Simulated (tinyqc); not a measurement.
Long-channel MOSFET, surface-potential model: one step of the calculation.

n-channel transistor on a uniformly doped p-type body, gradual-channel approximation, constant mobility, Boltzmann statistics, full ionisation. Potentials are counted from the neutral body; V is the electron quasi-Fermi potential, Vsb at the source and Vsb + Vds at the drain. Charges are magnitudes per area.

Question. Inversion charge along the channel. The surface potential psi at channel potential V solves Vgs + Vsb - Vfb - psi = gamma sqrt(G), G = psi - Vt + Vt exp((psi - 2 phiF - V)/Vt). Charge sheet: Qi = Cox gamma [sqrt(G) - sqrt(psi - Vt)]. Pao-Sah: Qi = (Cox gamma/2) integral from 3 Vt to psi of exp((u - 2 phiF - V)/Vt)/sqrt(G(u, V)) du.

Parameters, values chosen for the exercise; material values close to those of silicon:
```
symbol,value,unit,meaning
T,273,K,temperature
Vfb,-0.6,V,flat-band voltage
Vsb,0,V,source-body reverse bias
Vgs,2.29,V,gate-source voltage
```

Constants: q = 1.602176634e-19 C, kB = 1.380649e-23 J/K, Vt = kB T/q. Results are converted to the units shown.

V, point 0 to 6 (V): 0  0.033333333  0.066666667  0.1  0.13333333  0.16666667  0.2
phiF = 0.44258642 V
Cox = 0.12887762 uF/cm^2
gamma = 2.0163017 V^0.5

Wanted: psi; Qi, charge sheet; Qi, Pao-Sah.

Answer.

```
point  psi (V)  Qi, charge sheet (nC/cm^2)  Qi, Pao-Sah (nC/cm^2)
0       0.9121                       9.966                  10.10
1       0.9300                       5.185                  5.255
2       0.9418                       2.072                  2.099
3       0.9472                      0.6331                 0.6415
4       0.9490                      0.1655                 0.1677
5       0.9495                     0.04094                0.04148
6       0.9496                    0.009976                0.01011
```

At the source the charge-sheet charge is 1.3 % below the Pao-Sah one.

tinyqc, about 0.04 s, one thread, Intel Xeon 2.30GHz (shared host): `OMP_NUM_THREADS=1 python tinyqc.py 2360034 2360035 out.jsonl`
